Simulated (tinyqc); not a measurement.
# Pinning factor and neutrality level from two metals

Inverse problem. On an oxide a metal of vacuum work function pM shows the effective value Phi + S (pM - Phi), with S = 1/(1 + 0.1 (eps_inf - 1)^2). Find S, Phi and eps_inf.

effective work functions for metals of 4.01 and 5.15 eV (eV): [4.3384311, 4.7850766]

Solution. The slope is S, and the point where both work functions agree is Phi.

S = 0.3918
Phi = 4.550 eV
eps_inf = 4.940

Numbers from tinyqc (`OMP_NUM_THREADS=1 python tinyqc.py 2410172 2410173 out.jsonl`; about 0.01 s on one thread of a shared Intel Xeon 2.30GHz).
